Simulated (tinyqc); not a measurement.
From results back to parameters: metal-induced gap states at the contact of a metal chain and a two-band chain. Three cases, with inputs chosen for the exercise.

Problem. With gap states the barrier for electrons is phi = S (W - chi - p) + p, W being the work function of the metal, S the pinning factor and p the depth of the neutrality level below the conduction edge. The barriers for two metals come from hidden S and p, those of the chain and not of a measured contact.

Case 1.

Values chosen (out of a larger set: gap and optical dielectric constant near those of HfO2; the chain itself is a model; not measured data): W1 = 4.26 eV (work function of metal 1); W2 = 5.15 eV (of metal 2); chi = 2.4 eV (electron affinity).

barriers (eV): metal 1 2.25574, metal 2 2.77105

Case 2.

Values chosen (out of a larger set: gap and optical dielectric constant near those of HfO2; the chain itself is a model; not measured data): W1 = 4.48 eV (work function of metal 1); W2 = 5.53 eV (of metal 2); chi = 2.46 eV (electron affinity).

barriers (eV): metal 1 2.20349, metal 2 2.92694

Case 3.

Values chosen (out of a larger set: gap and optical dielectric constant near those of SiO2; the chain itself is a model; not measured data): W1 = 4.36 eV (work function of metal 1); W2 = 5.18 eV (of metal 2); chi = 0.92 eV (electron affinity).

barriers (eV): metal 1 4.02112, metal 2 4.65498

Find: S, p (eV).

Solution. The slope of the barrier against W is S; then p = (phi1 - S (W1 - chi))/(1 - S).

Case 1.

S, p (eV): 0.579  2.800

Case 2.

S, p (eV): 0.689  2.610

Case 3.

S, p (eV): 0.773  6.000

Computed by tinyqc, one run a case: `OMP_NUM_THREADS=1 python tinyqc.py N N+1 out.jsonl` with N = 1480276, 1480285, 1480297; one thread of a shared Intel(R) Xeon(R) Processor @ 2.30GHz, about 0.01 s a run at most.
